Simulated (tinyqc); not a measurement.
Inside a calculation. Method: Pariser-Parr-Pople SCF with singles CI, for the molecule Nc1ccc[cH+]cc1 (SMILES; centres numbered as the heavy atoms are written). One step of it, computed by the program tinyqc.

Question. PPP integrals. Ohno: gamma = 14.399645/sqrt(R^2 + a^2), a = 2 x 14.399645/(gamma_rr + gamma_ss); H_rr = -W_r - sum_(s != r) z_s gamma_rs; H_rs = beta for bonds.

Centres (angstrom, eV; a flat drawing with bonds scaled to 1.40 angstrom):
```
centre,x,y,core charge z,W,gamma_rr
1N,2.637000,0.000000,2,27.340000,17.870000
2C,1.237000,0.000000,1,10.650000,11.370000
3C,0.629000,1.261000,1,10.650000,11.370000
4C,-0.736000,1.573000,1,10.650000,11.370000
5C,-1.830000,0.700000,1,10.650000,11.370000
6C,-1.830000,-0.700000,1,10.650000,11.370000
7C,-0.736000,-1.573000,1,10.650000,11.370000
8C,0.629000,-1.261000,1,10.650000,11.370000
```

Resonance integrals (eV):
```
i,j,beta
1,2,-2.390000
2,3,-2.390000
3,4,-2.390000
4,5,-2.390000
5,6,-2.390000
6,7,-2.390000
7,8,-2.390000
8,2,-2.390000
```

Give: repulsion gamma_rs; core matrix H.

Answer.

repulsion gamma_rs (eV):
```
,1N,2C,3C,4C,5C,6C,7C,8C
1N,17.8700,8.4122,5.6083,3.7403,3.1117,3.1117,3.7403,5.6083
2C,8.4122,11.3700,7.6278,5.1003,4.2461,4.2461,5.1003,7.6278
3C,5.6083,7.6278,11.3700,7.6270,5.1021,4.2469,4.2465,5.1024
4C,3.7403,5.1003,7.6270,11.3700,7.6287,5.1015,4.2460,4.2465
5C,3.1117,4.2461,5.1021,7.6287,11.3700,7.6276,5.1015,4.2469
6C,3.1117,4.2461,4.2469,5.1015,7.6276,11.3700,7.6287,5.1021
7C,3.7403,5.1003,4.2465,4.2460,5.1015,7.6287,11.3700,7.6270
8C,5.6083,7.6278,5.1024,4.2465,4.2469,5.1021,7.6270,11.3700
```

core matrix H (eV):
```
,1N,2C,3C,4C,5C,6C,7C,8C
1N,-60.6730,-2.3900,0.0000,0.0000,0.0000,0.0000,0.0000,0.0000
2C,-2.3900,-61.4230,-2.3900,0.0000,0.0000,0.0000,0.0000,-2.3900
3C,0.0000,-2.3900,-55.8194,-2.3900,0.0000,0.0000,0.0000,0.0000
4C,0.0000,0.0000,-2.3900,-52.0805,-2.3900,0.0000,0.0000,0.0000
5C,0.0000,0.0000,0.0000,-2.3900,-50.8264,-2.3900,0.0000,0.0000
6C,0.0000,0.0000,0.0000,0.0000,-2.3900,-50.8264,-2.3900,0.0000
7C,0.0000,0.0000,0.0000,0.0000,0.0000,-2.3900,-52.0805,-2.3900
8C,0.0000,-2.3900,0.0000,0.0000,0.0000,0.0000,-2.3900,-55.8194
```
